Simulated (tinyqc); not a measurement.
Worked calculation: FCI on RHF in the sto-3g basis, for H4, spin multiplicity 1. One step of it, computed by the program tinyqc.

Problem. Iteration 1: building the Fock matrix. J_ij = sum D_kl (ij|kl), K_ij = sum D_kl (ik|jl); F = H + J - 0.5 K; E = tr D H + tr D J / 2 - 0.25 tr D K + E_nn.

D at the start:
```
           1H 1s      2H 1s      3H 1s      4H 1s
1H 1s   0.680969   0.680969  -0.112284  -0.112284
2H 1s   0.680969   0.680969  -0.112284  -0.112284
3H 1s  -0.112284  -0.112284   0.680969   0.680969
4H 1s  -0.112284  -0.112284   0.680969   0.680969
```

core Hamiltonian H = T + V (hartree):
```
           1H 1s      2H 1s      3H 1s      4H 1s
1H 1s  -1.524808  -0.982210  -0.293535  -0.209583
2H 1s  -0.982210  -1.524808  -0.209583  -0.293535
3H 1s  -0.293535  -0.209583  -1.524808  -0.982210
4H 1s  -0.209583  -0.293535  -0.982210  -1.524808
```

Two-electron integrals (ij|kl) in chemists' order, unique and non-zero (hartree):
```
(11|11) 0.774606   (21|11) 0.319594   (21|21) 0.167202   (22|11) 0.485266
(22|21) 0.319594   (22|22) 0.774606   (31|11) 0.072185   (31|21) 0.032909
(31|22) 0.055226   (31|31) 0.011664   (32|11) 0.042819   (32|21) 0.023126
(32|22) 0.045708   (32|31) 0.007195   (32|32) 0.005098   (33|11) 0.282459
(33|21) 0.138484   (33|22) 0.250924   (33|31) 0.072185   (33|32) 0.045708
(33|33) 0.774606   (41|11) 0.045708   (41|21) 0.023126   (41|22) 0.042819
(41|31) 0.007195   (41|32) 0.005022   (41|33) 0.042819   (41|41) 0.005098
(42|11) 0.055226   (42|21) 0.032909   (42|22) 0.072185   (42|31) 0.009022
(42|32) 0.007195   (42|33) 0.055226   (42|41) 0.007195   (42|42) 0.011664
(43|11) 0.138484   (43|21) 0.072155   (43|22) 0.138484   (43|31) 0.032909
(43|32) 0.023126   (43|33) 0.319594   (43|41) 0.023126   (43|42) 0.032909
(43|43) 0.167202   (44|11) 0.250924   (44|21) 0.138484   (44|22) 0.282459
(44|31) 0.055226   (44|32) 0.042819   (44|33) 0.485266   (44|41) 0.045708
(44|42) 0.072185   (44|43) 0.319594   (44|44) 0.774606
```

nuclear repulsion = 2.15324880 hartree

Give: Coulomb J; exchange K; Fock matrix F; total energy of this density.

Solution.

Coulomb J (hartree):
```
       1H 1s  2H 1s  3H 1s  4H 1s
1H 1s  1.797  0.925  0.255  0.178
2H 1s  0.925  1.797  0.178  0.255
3H 1s  0.255  0.178  1.797  0.925
4H 1s  0.178  0.255  0.925  1.797
```

exchange K (hartree):
```
       1H 1s  2H 1s  3H 1s  4H 1s
1H 1s  1.059  0.864  0.159  0.143
2H 1s  0.864  1.059  0.143  0.159
3H 1s  0.159  0.143  1.059  0.864
4H 1s  0.143  0.159  0.864  1.059
```

Fock matrix F (hartree):
```
        1H 1s   2H 1s   3H 1s   4H 1s
1H 1s  -0.258  -0.490  -0.118  -0.103
2H 1s  -0.490  -0.258  -0.103  -0.118
3H 1s  -0.118  -0.103  -0.258  -0.490
4H 1s  -0.103  -0.118  -0.490  -0.258
```

total energy of this density = -2.11645 hartree
